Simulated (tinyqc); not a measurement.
Eight-band Kane k.p model: one step. Levels and orbital character. Four cases, with inputs chosen for the exercise.

Problem. Diagonalise H; the levels come in pairs. The weights are summed over spin and averaged over each pair.

Give: levels, each twofold; weights.

Case 1.

H(k) (eV):
```
            S+                  X+                  Y+          Z+          S-
S+    0.792584          -0.072815i           0.197640i           0           0
X+   0.072815i           -0.250409  0.000216-0.245667i           0           0
Y+  -0.197640i  0.000216+0.245667i           -0.241715           0           0
Z+           0                   0                   0   -0.251774           0
S-           0                   0                   0           0    0.792584
X-           0                   0                   0   -0.245667   0.072815i
Y-           0                   0                   0  -0.245667i  -0.197640i
Z-           0            0.245667           0.245667i           0           0

                    X-                  Y-          Z-
S+                   0                   0           0
X+                   0                   0    0.245667
Y+                   0                   0  -0.245667i
Z+           -0.245667           0.245667i           0
S-          -0.072815i           0.197640i           0
X-           -0.250409  0.000216+0.245667i           0
Y-  0.000216-0.245667i           -0.241715           0
Z-                   0                   0   -0.251774
```

Solution.

levels, each twofold (eV): -0.7490  -0.0350  -0.0047  0.8374

weights:
```
   pair 1  pair 2  pair 3  pair 4
S   0.006   0.040   0.000   0.954
X   0.328   0.232   0.433   0.006
Y   0.340   0.538   0.084   0.038
Z   0.326   0.190   0.483   0.001
```

The conduction pair has 4.6 % valence character at this k; the valence pair with most S character is pair 2 (4.0 %).

Case 2.

H(k) (eV):
```
            S+                   X+                   Y+          Z+          S-
S+    1.473617           -0.413416i            0.071898i           0           0
X+   0.413416i            -0.016060  -0.002128-0.038000i           0           0
Y+  -0.071898i  -0.002128+0.038000i            -0.052318           0           0
Z+           0                    0                    0   -0.053449           0
S-           0                    0                    0           0    1.473617
X-           0                    0                    0   -0.038000   0.413416i
Y-           0                    0                    0  -0.038000i  -0.071898i
Z-           0             0.038000            0.038000i           0           0

                     X-                   Y-          Z-
S+                    0                    0           0
X+                    0                    0    0.038000
Y+                    0                    0  -0.038000i
Z+            -0.038000            0.038000i           0
S-           -0.413416i            0.071898i           0
X-            -0.016060  -0.002128+0.038000i           0
Y-  -0.002128-0.038000i            -0.052318           0
Z-                    0                    0   -0.053449
```

Solution.

levels, each twofold (eV): -0.1637  -0.0537  -0.0146  1.5838

weights:
```
   pair 1  pair 2  pair 3  pair 4
S   0.041   0.024   0.000   0.935
X   0.599   0.313   0.025   0.063
Y   0.190   0.317   0.491   0.002
Z   0.170   0.346   0.484   0.000
```

The conduction pair has 6.5 % valence character at this k; the valence pair with most S character is pair 1 (4.1 %).

Case 3.

H(k) (eV):
```
            S+                  X+                  Y+          Z+          S-
S+    1.582661          -0.142724i           0.109142i           0           0
X+   0.142724i           -0.297438  0.000409-0.295667i           0           0
Y+  -0.109142i  0.000409+0.295667i           -0.298094           0           0
Z+           0                   0                   0   -0.299017           0
S-           0                   0                   0           0    1.582661
X-           0                   0                   0   -0.295667   0.142724i
Y-           0                   0                   0  -0.295667i  -0.109142i
Z-           0            0.295667           0.295667i           0           0

                    X-                  Y-          Z-
S+                   0                   0           0
X+                   0                   0    0.295667
Y+                   0                   0  -0.295667i
Z+           -0.295667           0.295667i           0
S-          -0.142724i           0.109142i           0
X-           -0.297438  0.000409+0.295667i           0
Y-  0.000409-0.295667i           -0.298094           0
Z-                   0                   0   -0.299017
```

Solution.

levels, each twofold (eV): -0.8939  -0.0158  -0.0025  1.6004

weights:
```
   pair 1  pair 2  pair 3  pair 4
S   0.002   0.008   0.000   0.990
X   0.335   0.456   0.203   0.006
Y   0.333   0.345   0.318   0.004
Z   0.330   0.191   0.479   0.000
```

The conduction pair has 1.0 % valence character at this k; the valence pair with most S character is pair 2 (0.8 %).

Case 4.

H(k) (eV):
```
            S+                  X+                  Y+          Z+          S-
S+    0.237817           0.169958i           0.094421i           0           0
X+  -0.169958i           -0.271021  0.000146-0.272667i           0           0
Y+  -0.094421i  0.000146+0.272667i           -0.276425           0           0
Z+           0                   0                   0   -0.278838           0
S-           0                   0                   0           0    0.237817
X-           0                   0                   0   -0.272667  -0.169958i
Y-           0                   0                   0  -0.272667i  -0.094421i
Z-           0            0.272667           0.272667i           0           0

                    X-                  Y-          Z-
S+                   0                   0           0
X+                   0                   0    0.272667
Y+                   0                   0  -0.272667i
Z+           -0.272667           0.272667i           0
S-           0.169958i           0.094421i           0
X-           -0.271021  0.000146+0.272667i           0
Y-  0.000146-0.272667i           -0.276425           0
Z-                   0                   0   -0.278838
```

Solution.

levels, each twofold (eV): -0.8328  -0.0774  -0.0044  0.3261

weights:
```
   pair 1  pair 2  pair 3  pair 4
S   0.011   0.186   0.000   0.803
X   0.338   0.404   0.126   0.131
Y   0.328   0.239   0.383   0.051
Z   0.323   0.171   0.491   0.016
```

The conduction pair has 19.7 % valence character at this k; the valence pair with most S character is pair 2 (18.6 %).

Computed by tinyqc, one run a case: `OMP_NUM_THREADS=1 python tinyqc.py N N+1 out.jsonl` with N = 1051012, 1051107, 1051245, 1051253; one thread of a shared Intel(R) Xeon(R) Processor @ 2.30GHz, about 0.09 s a run at most.
